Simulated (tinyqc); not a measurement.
Deep-level transient spectroscopy: the DLTS spectrum.

Schottky contact on an n-type layer with shallow donors Nd (all ionised) and a donor-like deep trap, neutral when filled and positive when empty; depletion approximation. Traps within lam of the depletion edge stay filled. A long pulse to Vp fills the traps beyond x1 = Wp - lam; back at Vr those between x1 and x2 = Wr - lam emit. A rate window reads S = C(t2) - C(t1).

Emission rate en = sn vth(T) Nc(T) exp(-Et/kB T) = sn g T^2 exp(-Et/kB T), g = vth Nc/(300 K)^2, as vth goes as T^0.5 and Nc as T^1.5 (degeneracy factor 1). lam = sqrt(2 eps0 eps_r (EF - ET)/(q Nd)), EF - ET = Et - (kB T/q) ln(Nc(T)/Nd), Nc(T) = Nc (T/300 K)^1.5. In the steady state at the band bending V, 2 eps0 eps_r V/q = Nd W^2 + Nt (W - lam)^2 (the second term only if W > lam). W(t)^2 = Wr^2 + (Nt/Nd)(x2^2 - x1^2) exp(-en t), C = eps0 eps_r/W; for small Nt, dC/C = -(Nt/2 Nd) G exp(-en t) with G = (x2^2 - x1^2)/Wr^2. For an exponential transient S peaks where en = ew = ln(t2/t1)/(t2 - t1).

Inputs (values chosen for the exercise); material values close to those of silicon:
```
symbol    value   unit                                      meaning
eps_r      11.9                               relative permittivity
Nc      2.85e19  cm^-3   conduction-band density of states at 300 K
vth       2.3e7   cm/s                    thermal velocity at 300 K
Nd       7.8e14  cm^-3                        shallow donor density
Vbi         0.7      V                             built-in voltage
Et         0.43     eV  depth of the trap below the conduction edge
sn      1.5e-14   cm^2                        capture cross-section
Nt         7e12  cm^-3                                 trap density
Vr          6.5      V                                 reverse bias
Vp            0      V        reverse bias during the filling pulse
t1            2     ms                          first sampling time
t2            5     ms                         second sampling time
```

Constants: q = 1.602176634e-19 C, kB = 1.380649e-23 J/K, eps0 = 8.8541878128e-14 F/cm where lengths are in cm. Results are converted to the units shown.

Results:
```
T (K)  en (1/s)  S (pF/cm^2)
178      2.3148     0.058560
185      7.2225      0.18057
192      20.798      0.49872
199      55.738       1.1913
206      140.03       2.2582
213      331.88       2.8505
220      746.09       1.7773
227      1598.7      0.36095
234      3278.9     0.012712
248       12274   1.9770e-10
255       22545            0
```

Estimate the missing row, T = 241 K.

Computed row:
```
T (K)  en (1/s)  S (pF/cm^2)
241      6461.3    2.2005e-5
```

With this row back in the table: S goes from 0.0586 through a maximum of 2.85 (at T = 213 K among the rows listed) to 0 pF/cm^2; en equals ew = 305 1/s at 212.3 K. Colder, the trap has hardly emitted by t2; warmer, it is empty before t1. Rows above half of the largest S span 206 to 220 K.

tinyqc, about 0.01 s, one thread, Intel Xeon 2.30GHz (shared host): `OMP_NUM_THREADS=1 python tinyqc.py 2050020 2050021 out.jsonl`
